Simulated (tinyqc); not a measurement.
Worked calculation: ROHF in the sto-6g basis, for BeH, spin multiplicity 2. This run ends on a higher stationary point, not on the lowest solution. Computed by tinyqc, a small Python program that keeps every step (integrals from PySCF). Settings: charge = 0, multiplicity = 2, basis = sto-6g, energy threshold = 1e-08, iteration cap = 84, orthogonalisation = canonical, start = atomic densities, DIIS depth = 8, method = ROHF. Command: `OMP_NUM_THREADS=1 python tinyqc.py 21131 21132 out.jsonl` (the two numbers bound the seeds that draw the settings). One thread of a shared host (Intel(R) Xeon(R) Processor @ 2.60GHz), about 0.2 s of CPU time with the checks.

Geometry (angstrom):
```
atom         x         y         z
Be    0.000000  0.000000  0.000000
H     0.000000  0.000000  2.223000
```

Stop when the energy changes by less than 1e-08 hartree and every element of the error matrix X^T (F D S - S D F) X is below 3e-05.

Course of the cycle:
```
iteration   E (hartree)     change  largest element of the error matrix
1          -15.03653490          -                             1.00e-01
2          -14.94990880   8.66e-02                             4.61e-02
3          -14.95992233  -1.00e-02                             2.29e-02
4          -14.96344948  -3.53e-03                             1.59e-02
5          -14.96121900   2.23e-03                             1.51e-02
6          -14.95022200   1.10e-02                             3.31e-02
7          -14.93541343   1.48e-02                             5.41e-02
8          -14.77438317   1.61e-01                             1.26e-01
9          -14.75944716   1.49e-02                             1.50e-01
10         -14.95325179  -1.94e-01                             1.05e-02
11         -14.97236429  -1.91e-02                             7.05e-03
12         -14.96015810   1.22e-02                             1.67e-02
13         -14.96053009  -3.72e-04                             1.62e-02
14         -14.95379900   6.73e-03                             1.84e-02
...                 ...        ...                                  ...
18         -14.96216819  -9.77e-04                             1.49e-02
19         -14.96367595  -1.51e-03                             1.53e-02
20         -14.91809493   4.56e-02                             8.00e-02
21         -14.95684170  -3.87e-02                             1.25e-02
22         -14.95216954   4.67e-03                             1.05e-02
23         -14.95344902  -1.28e-03                             5.65e-03
24         -14.95227829   1.17e-03                             1.02e-02
25         -14.95268853  -4.10e-04                             2.53e-03
26         -14.95244981   2.39e-04                             8.56e-04
27         -14.95241686   3.29e-05                             2.25e-04
28         -14.95241454   2.32e-06                             1.63e-04
29         -14.95241457  -2.72e-08                             1.22e-04
30         -14.95241461  -3.77e-08                             1.09e-05
31         -14.95241460   5.09e-09                             3.34e-06
```

Can the last value be used, and what does the course show?

No, though the log alone does not show it. Converged in 31 iterations. But the solution lies 0.02030 hartree above the reference: it is another stationary point, not the lowest one. PySCF ROHF in the same basis = -14.97271268 hartree.
